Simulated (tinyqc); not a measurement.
Fully depleted semiconductor-on-insulator film with two gates, non-linear Poisson equation by Newton steps: one step of the calculation.

One dimension across the film, front interface at x = 0, back interface at x = ts. psi is counted from the intrinsic level, n = ni exp(psi/Vt) (source grounded), holes neglected, acceptors ionised. Gates act through Cox = eps0 eox/tox and Cbox = 3.9 eps0/tb with potentials G1 = Vg - (phiM - chi - Vt ln(Nc/ni)) and G2 = Vb - (phiB - chi - Vt ln(Nc/ni)). Classical Boltzmann densities, no interface charge, no depletion in the back plane.

Task. Newton step. Solve a d_(i-1) + b_i d_i + a d_(i+1) = -F_i for all nodes. If the largest |d| exceeds 4 Vt, the whole step is scaled down so that it equals 4 Vt.

Parameters, values chosen for the exercise:

| symbol | value | unit | meaning |
|---|---|---|---|
| T | 400 | K | temperature |

Constants: q = 1.602176634e-19 C, kB = 1.380649e-23 J/K, Vt = kB T/q. Results are converted to the units shown.

a = 7.2331904 uF/cm^2

| node | diagonal b (F/cm^2) | residual F (C/cm^2) | psi after iteration 1 (V) |
|---|---|---|---|
| 0 | -8.3124150e-6 | 6.2523038e-8 | 0.14789707 |
| 1 | -1.4466638e-5 | -1.6068272e-11 | 0.15010826 |
| 2 | -1.4466655e-5 | -1.6638505e-11 | 0.15232166 |
| 3 | -1.4466673e-5 | -1.7248340e-11 | 0.15453726 |
| 4 | -1.4466692e-5 | -1.7900491e-11 | 0.15675507 |
| 5 | -1.4466713e-5 | -1.8597862e-11 | 0.15897509 |
| 6 | -1.4466735e-5 | -1.9343557e-11 | 0.16119733 |
| 7 | -1.4466759e-5 | -2.0140898e-11 | 0.16342178 |
| 8 | -1.4466784e-5 | -2.0993438e-11 | 0.16564844 |
| 9 | -7.2750096e-6 | 1.2280932e-8 | 0.16787733 |

Give: Newton step d, before damping; psi after iteration 2.

Result.

| node | Newton step d, before damping (V) | psi after iteration 2 (V) |
|---|---|---|
| 0 | 0.06602 | 0.2139 |
| 1 | 0.06722 | 0.2173 |
| 2 | 0.06843 | 0.2208 |
| 3 | 0.06965 | 0.2242 |
| 4 | 0.07087 | 0.2276 |
| 5 | 0.07210 | 0.2311 |
| 6 | 0.07333 | 0.2345 |
| 7 | 0.07457 | 0.2380 |
| 8 | 0.07581 | 0.2415 |
| 9 | 0.07706 | 0.2449 |

Program tinyqc, `OMP_NUM_THREADS=1 python tinyqc.py 2190139 2190140 out.jsonl`; Intel Xeon 2.30GHz, shared host, one thread, about 0.4 s.
